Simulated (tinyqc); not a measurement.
Avalanche multiplication and breakdown of a junction from ionisation integrals: one step, computed by the program tinyqc.

Ionisation coefficients follow the local field. Position x runs through the depletion layer from the p side (x = 0), where electrons enter, to the n side (x = w), where holes enter. The built-in voltage is neglected.

Problem. Coefficients at the critical field. alpha_n = a_n exp(-(b_n/F)^c), alpha_p = a_p exp(-(b_p/F)^c).

Inputs (values chosen for the exercise, modelled on GaAs):

| quantity | value | unit |
|---|---|---|
| electron prefactor a_n | 194000 | 1/cm |
| electron field b_n | 585000 | V/cm |
| hole prefactor a_p | 241000 | 1/cm |
| hole field b_p | 657000 | V/cm |
| exponent c | 1.8 | - |

Junction: punch-through p+ n- n+.

critical field F_m = 0.2769253 MV/cm

Give: alpha_n; alpha_p; ratio k = alpha_p/alpha_n; shorter ionisation length.

Solution.

alpha_n = 4159 1/cm

alpha_p = 2116 1/cm

ratio k = alpha_p/alpha_n = 0.5087

shorter ionisation length = 2.405 micrometre

Electrons ionise more readily at the peak field.
